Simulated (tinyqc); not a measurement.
What moves lifetime and leakage: Shockley-Read-Hall recombination through one deep level.

One level at Et with degeneracy 1: tn = 1/(sn vth Nt), tp = 1/(sp_ vth Nt), n1 = Nc exp((Et - Eg)/kT), p1 = Nv exp(-Et/kT), ni^2 = n1 p1. Equilibrium n0 = Nm, p0 = ni^2/Nm; n = n0 + dn, p = p0 + dn. U = (n p - ni^2)/(tp (n + n1) + tn (p + p1)), lifetime dn/U; emission rates en = sn vth n1, ep = sp_ vth p1.

Constants: kB = 8.617333262e-05 eV/K.

Parameters, chosen for this exercise (gap and densities of states near those of GaAs at this temperature; the results hold for these values, not for the real material):

| symbol | value | unit | meaning |
|---|---|---|---|
| Eg | 1.426 | eV | gap |
| Nc | 4.29e+17 | 1/cm^3 | conduction-band density of states |
| Nv | 9.32e+18 | 1/cm^3 | valence-band density of states |
| T | 300 | K |  |
| Et | 1.21 | eV | recombination level above Ev |
| Nt | 1.9e+14 | 1/cm^3 | defects |
| sn | 1.9e-14 | cm^2 | electron capture cross-section |
| sp_ | 1e-15 | cm^2 | hole capture cross-section |
| vth | 17000000 | cm/s | thermal velocity, both carriers |
| Nm | 3.1e+16 | 1/cm^3 | equilibrium electrons for the lifetime steps |
| dn | 2.1e+15 | 1/cm^3 | excess pairs |

G = Nt en ep/(en + ep).

Results for these values:

| case | lifetime (microsecond) | G (1/(cm^3 s)) |
|---|---|---|
| base | 0.3116 | 1.42e+05 |

What happens to each result for Nm = 9.3e+16 1/cm^3, all else kept?

Answer: lifetime falls from 0.3116 to 0.3103; G does not change at the printed digits.

The same for each parameter in turn:

| case | lifetime (microsecond) | G (1/(cm^3 s)) |
|---|---|---|
| base | 0.3116 | 1.42e+05 |
| Et = 1.25 eV | 0.3151 | 3.02e+04 |
| sn = 3.8e-14 cm^2 | 0.3111 | 1.42e+05 |
| sp_ = 2e-15 cm^2 | 0.1563 | 2.83e+05 |
| Nt = 9.5e+13 1/cm^3 | 0.6231 | 7.09e+04 |
| Nm = 9.3e+16 1/cm^3 | 0.3103 | 1.42e+05 |
| dn = 6.3e+15 1/cm^3 | 0.3132 | 1.42e+05 |

(tinyqc, `OMP_NUM_THREADS=1 python tinyqc.py 1681049 1681050 out.jsonl`, Intel(R) Xeon(R) Processor @ 2.30GHz, 1 thread, shared host, about 0.01 s.)
